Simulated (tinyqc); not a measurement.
Sweeping the field: donor near an oxide interface in a gate field (two-state model).

Interface at z = 0 (hard wall), donor at z = d, field F pulling electrons to the interface: potential e F z; 1 kV/cm = 1e-5 eV/angstrom, c = hbar^2/2m0, q = e^2/(4 pi eps0), Q = (eps - eo)/(eps + eo). Donor state: E_D = e F d - ED - q Q/(4 eps d), the last term joining the images of ion and electron. Interface state: z exp(-b z/2) exp(-rho^2/(2 L^2)) with E_z = c b^2/(4 mz) + 3 e F/b + q Q b/(8 eps), minimised over b; in the plane at z = 3/b the ion (distance D = d - 3/b) and its image (D' = d + 3/b) give E_rho = c/(mt L^2) - (q/eps)(sqrt(pi)/L)[erfcx(D/L) + Q erfcx(D'/L)], erfcx(x) = exp(x^2) erfc(x), minimised over L. E_I = E_z + E_rho.

The two states couple by t = t0 exp(-D/aD) with t0 = q/(eps aD) (2 aD/L) sqrt(aD b/2) v, v a valley factor; this form is an estimate. With detuning u = E_D - E_I the splitting is sqrt(u^2 + 4 t^2) and the lower state has weight (1 - u/sqrt(u^2 + 4 t^2))/2 on the donor.

Constants: hbar^2/2m0 = 3.80998211 eV angstrom^2; e^2/(4 pi eps0) = 14.39964547 eV angstrom.

Inputs chosen for the exercise (near those of a donor in Si below SiO2, static dielectric constants; the results hold for these values, not for the real material):

| symbol | value | unit | meaning |
|---|---|---|---|
| d | 70 | angstrom | depth of the donor |
| ED | 44.8 | meV | bulk binding energy |
| mz | 0.909 | m0 | mass across the interface |
| mt | 0.188 | m0 | mass in the plane |
| eps | 11.4 |  | dielectric constant of the semiconductor |
| eo | 3.9 |  | dielectric constant of the oxide |
| aD | 18.1 | angstrom | donor radius |
| v | 0.43 |  | valley factor |
| Fl | (91.028, 105.251, 110.941, 113.785, 116.63, 122.319, 136.542) | kV/cm | fields |

Both levels, the splitting, the donor weight and the mean depth w d + (1 - w) 3/b.

Results:

| F (kV/cm) | E_D (meV) | E_I (meV) | splitting (meV) | donor weight | mean depth (angstrom) |
|---|---|---|---|---|---|
| 91.028 | 16.708 | 25.484 | 9.58 | 0.958 | 68.3 |
| 105.251 | 26.664 | 30.041 | 4.91 | 0.844 | 63.6 |
| 110.941 | 30.647 | 31.783 | 3.65 | 0.655 | 55.7 |
| 113.785 | 32.638 | 32.638 | 3.43 | 0.500 | 49.1 |
| 116.630 | 34.630 | 33.484 | 3.58 | 0.340 | 42.2 |
| 122.319 | 38.612 | 35.149 | 4.79 | 0.139 | 33.3 |
| 136.542 | 48.568 | 39.170 | 9.91 | 0.026 | 27.5 |

E_D rises by 0.70 and E_I by 0.30 meV per kV/cm, so they cross once, near 113.8 kV/cm, where the splitting is 2t = 3.43 meV. The donor weight passes from 0.85 to 0.15 while the detuning goes from -2t to 2t, a window of 17 kV/cm or 15 % of the field; across the table the charge moves by 41 angstrom.

Computed by tinyqc, a small Python program: `OMP_NUM_THREADS=1 python tinyqc.py 1250933 1250934 out.jsonl` (the numbers bound the seed that draws the inputs); one thread of a shared host (Intel(R) Xeon(R) Processor @ 2.30GHz), about 0.04 s for the whole set of steps.
